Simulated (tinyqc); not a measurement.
G0W0 on RHF in the sto-3g basis, for H2, spin multiplicity 1, step by step. One step of it, computed by the program tinyqc.

Task: Iteration 2 (converged): orbitals. Diagonalise F' = X^T F X, C = X C', fill 1 alpha and 1 beta electrons from the bottom; D = 2 C_occ C_occ^T. Each column has its largest component positive (the first on a tie).

converged F (hartree):
```
           1H 1s      2H 1s
1H 1s  -0.403757  -0.625173
2H 1s  -0.625173  -0.403757
```

X:
```
           1H 1s      2H 1s
1H 1s   1.297087  -0.530239
2H 1s  -0.530239   1.297087
```

Give: F' = X^T F X; orbital energies; coefficients C; D after iteration 2.

Result:

F' = X^T F X (hartree):
```
         1        2
1   0.0671  -0.6722
2  -0.6722   0.0671
```

orbital energies (hartree): MO1 -0.6051, MO2 0.7393

coefficients C:
```
          MO1      MO2
1H 1s  0.5422   1.2921
2H 1s  0.5422  -1.2921
```

D after iteration 2:
```
        1H 1s   2H 1s
1H 1s  0.5881  0.5881
2H 1s  0.5881  0.5881
```
